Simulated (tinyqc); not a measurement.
# Charge pumping in an n-channel transistor: triangular pulses against frequency

The gate is pulsed from accumulation to inversion and back. Energies E are counted from the intrinsic level; Dit(E) = D0 [1 + b (2 E/Eg)^2]. During each edge the traps near the bands emit their carriers, and those between Eh and Ee recombine once a cycle.

For a symmetric triangular wave tr = tf = 1/(2 f). ni = sqrt(Nc Nv) exp(-Eg/(2 Vt)), Eg in volts; emission times te = (dV/Va) tf and th = (dV/Va) tr; Ee = -Vt ln(vth sn ni te), Eh = +Vt ln(vth sp ni th). Nit = integral of Dit from Eh to Ee = D0 [Ee - Eh + 4 b (Ee^3 - Eh^3)/(3 Eg^2)], Qcp = q A Nit, Icp = f Qcp.

Parameters, values chosen for the exercise; band and dielectric values close to those of germanium:
```
symbol,value,unit,meaning
T,200,K,temperature
Eg,0.67,eV,band gap
Nc,5.77e18,cm^-3,conduction-band density of states at 200 K
Nv,3.31e18,cm^-3,valence-band density of states at 200 K
A,1.2,um^2,gate area
D0,4.5e10,cm^-2 eV^-1,trap density at midgap
b,4.4,,rise of the trap density towards the band edges
sn,3.6e-15,cm^2,cross-section for electrons
sp,4.9e-16,cm^2,cross-section for holes
vth,1.1e7,cm/s,"thermal velocity at 200 K, one nominal value for electrons and holes"
dV,0.53,V,Vth - Vfb
Va,3.4,V,pulse height
```

Constants: q = 1.602176634e-19 C, kB = 1.380649e-23 J/K, Vt = kB T/q. Results are converted to the units shown.

Triangular pulses against frequency:

| f (Hz) | Ee (eV) | Eh (eV) | Nit (cm^-2) | Icp (pA) | Qcp (fC) |
|---|---|---|---|---|---|
| 2200 | 0.06564 | -0.1000 | 8.209e9 | 0.03472 | 0.01578 |
| 5100 | 0.08013 | -0.1145 | 9.944e9 | 0.09750 | 0.01912 |
| 12000 | 0.09488 | -0.1292 | 1.186e10 | 0.2736 | 0.02280 |
| 26000 | 0.1082 | -0.1426 | 1.373e10 | 0.6866 | 0.02641 |
| 59000 | 0.1223 | -0.1567 | 1.590e10 | 1.803 | 0.03056 |
| 1.3e5 | 0.1359 | -0.1703 | 1.816e10 | 4.540 | 0.03492 |
| 3e5 | 0.1504 | -0.1847 | 2.078e10 | 11.99 | 0.03996 |
| 6.9e5 | 0.1647 | -0.1991 | 2.364e10 | 31.36 | 0.04545 |
| 1.6e6 | 0.1792 | -0.2136 | 2.679e10 | 82.41 | 0.05151 |
| 3.5e6 | 0.1927 | -0.2271 | 2.998e10 | 201.8 | 0.05764 |

What does the comparison show?

Qcp rises from 0.0158 to 0.0576 fC, by 0.00914 fC a decade between the first two rows and 0.0181 between the last two (2 q A D0 Vt ln 10 = 0.00687 fC): faster edges leave less time for emission and widen the window, so Icp grows faster than f, as f^(1.18).

Range of the model: The Fermi levels of inversion and accumulation are taken to lie beyond Ee and Eh, the flat tops to fill all traps, and no geometric current is added.

Computed by the program tinyqc: `OMP_NUM_THREADS=1 python tinyqc.py 2030061 2030062 out.jsonl`, one thread of a shared Intel Xeon 2.30GHz, about 0.01 s for the whole run.
